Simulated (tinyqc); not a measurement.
Octagonal on-chip spiral inductor, lumped pi model: two steps of the calculation.

Outer diameter do = di + 2 n wd + 2 (n - 1) sp, mean da = (do + di)/2, fill p = (do - di)/(do + di), length l = 3.314 n da. L = 2.25 mu0 n^2 da/(1 + 3.55 p), mu0 = 4 pi 1e-7 H/m. Rs = rho l/(wd delta (1 - exp(-th/delta))), delta = sqrt(rho/(pi f mu0)). Cs = n wd^2 eps0 eo/hu across the coil. At each end Cox = l wd eps0 eo/(2 ho) leads to the substrate branch Rsi = 2 rs he/(l wd) in parallel with Csi = l wd eps0 11.7/(2 he). With one end grounded Y = 1/(Rs + i w L) + i w Cs + 1/[1/(i w Cox) + 1/(1/Rsi + i w Csi)], w = 2 pi f; Q = -Im Y/Re Y. Eddy currents in neighbouring turns and in the substrate are left out.

Values chosen for this exercise; values of the order met in silicon radio-frequency processes:
- n = 1.5 (number of turns)
- wd = 6 um (line width)
- sp = 2 um (space between turns)
- di = 140 um (inner diameter)
- th = 4 um (metal thickness)
- rho = 3 uohm cm (metal resistivity)
- ho = 3.6 um (oxide below the coil)
- hu = 0.8 um (oxide between coil and underpass)
- eo = 4.1 (relative permittivity of the oxide)
- rs = 20 ohm cm (substrate resistivity)
- he = 50 um (effective spreading depth in the substrate)
- f = 4.3 GHz (frequency)

Constants: eps0 = 8.8541878128e-12 F/m. Results are converted to the units shown.

Question 1. Geometry and model elements. do, l, L, delta, Rs, Cs, Cox, Rsi and Csi as defined.

Give: do; l; L; delta; Rs; Cs; Cox; Rsi; Csi.

Answer 1.

do = 160.00 um
l = 745.65 um
L = 0.77164 nH
delta = 1.3294 um
Rs = 2.9501 ohm
Cs = 2.4504 fF
Cox = 22.557 fF
Rsi = 4470.4 ohm
Csi = 4.6347 fF

Question 2. Admittance, quality factor and apparent inductance. Series branch 1/(Rs + i w L), substrate branch, total Y, Q = -Im Y/Re Y, apparent inductance Im(1/Y)/w, metal-only value w L/Rs, share of the loss in the substrate Re(substrate branch)/Re Y.

L = 0.77163782 nH
Rs = 2.9500888 ohm
Cs = 2.4503965 fF
Cox = 22.557261 fF
Rsi = 4470.3726 ohm
Csi = 4.6346919 fF

Wanted: series branch; substrate branch; Y; Q; apparent inductance; w L/Rs; share of the loss in the substrate.

Answer 2.

series branch = 6.654-47.025i mS
substrate branch = 0.14088+0.14677i mS
Y = 6.795-46.812i mS
Q = 6.8890
apparent inductance = 0.77435 nH
w L/Rs = 7.0669
share of the loss in the substrate = 2.0732 %

Q is 97.5 % of the metal-only value.

Program tinyqc, `OMP_NUM_THREADS=1 python tinyqc.py 2302220 2302221 out.jsonl`; Intel Xeon 2.30GHz, shared host, one thread, about 0.01 s.
